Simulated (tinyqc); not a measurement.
Modes across the composition range: two-mode optical phonons of a ternary alloy from two coupled oscillators. Computed by tinyqc, a small Python program. Command: `OMP_NUM_THREADS=1 python tinyqc.py 3018310 3018311 out.jsonl twomode walk`. One thread of a shared host (Intel(R) Xeon(R) Processor @ 2.30GHz), about 0.01 s of CPU time with the checks.

An alloy A(x)B(1-x)C has an A-C and a B-C bond oscillator. Each TO frequency moves linearly from the impurity mode (dilute end) to the TO of the pure crystal; each strength is proportional to the number of bonds.

Inputs (values chosen for the exercise, modelled on In(x)Ga(1-x)As, with A-C the InAs-like and B-C the GaAs-like bond):

| quantity | value | unit |
|---|---|---|
| omega_TO of pure AC | 217.8 | 1/cm |
| omega_LO of pure AC | 239.2 | 1/cm |
| omega_TO of pure BC | 266.2 | 1/cm |
| omega_LO of pure BC | 293.5 | 1/cm |
| eps_inf of AC | 12.4 | - |
| eps_inf of BC | 10.8 | - |
| impurity mode of A in BC | 233.8 | 1/cm |
| impurity mode of B in AC | 246.8 | 1/cm |

Method:
- omega_1 = (impurity mode of A) + x (omega_TO,AC - impurity mode of A); omega_2 = (impurity mode of B) + (1 - x)(omega_TO,BC - impurity mode of B); eps_inf = x eps_AC + (1 - x) eps_BC; strengths W_1 = x eps_AC (omega_LO,AC^2 - omega_TO,AC^2), W_2 = (1 - x) eps_BC (omega_LO,BC^2 - omega_TO,BC^2).
- eps(omega) = eps_inf + W_1/(omega_1^2 - omega^2) + W_2/(omega_2^2 - omega^2) = 0 is the eigenproblem of the matrix [[omega_1^2 + W_1/eps_inf, sqrt(W_1 W_2)/eps_inf], [sqrt(W_1 W_2)/eps_inf, omega_2^2 + W_2/eps_inf]] for omega_LO^2.
- The polar coupling of mode j is c_j = (u_j . sqrt(W))^2/(eps_inf^2 omega_j^2), u_j its eigenvector and omega_j here its LO frequency; the c_j add up to 1/eps_inf - 1/eps_s. Froehlich constant alpha_j = (e^2/(4 pi eps_0)) c_j k_j/(2 E_j), E_j = h c omega_j, k_j = sqrt(m* E_j/(hbar^2/(2 m_0))).

Frequencies (1/cm):

| x | TO, A-C | TO, B-C | lower LO | upper LO | coupling share of the upper LO | eps_s |
|---|---|---|---|---|---|---|
| 0.02 | 233.48 | 265.812 | 233.73 | 292.74 | 0.99382 | 13.165 |
| 0.10 | 232.20 | 264.260 | 233.46 | 289.66 | 0.96820 | 13.312 |
| 0.20 | 230.60 | 262.320 | 233.18 | 285.78 | 0.93383 | 13.495 |
| 0.35 | 228.20 | 259.410 | 232.90 | 279.83 | 0.87611 | 13.769 |
| 0.50 | 225.80 | 256.500 | 232.86 | 273.67 | 0.80797 | 14.043 |
| 0.65 | 223.40 | 253.590 | 233.18 | 267.17 | 0.72275 | 14.318 |
| 0.80 | 221.00 | 250.680 | 234.16 | 260.03 | 0.60241 | 14.592 |
| 0.90 | 219.40 | 248.740 | 235.58 | 254.51 | 0.46881 | 14.774 |
| 0.98 | 218.12 | 247.188 | 238.00 | 248.82 | 0.20797 | 14.920 |

What follows from these numbers?

The upper LO moves from 292.7 to 248.8 and the lower from 233.7 to 238.0 per cm. At each dilute end one LO-TO pair closes onto an impurity mode. The upper LO shifts by -0.42 per cm for each per cent of x near the middle, which is how Raman spectra measure composition. Its share of the polar coupling passes one half between x = 0.8 and 0.9.
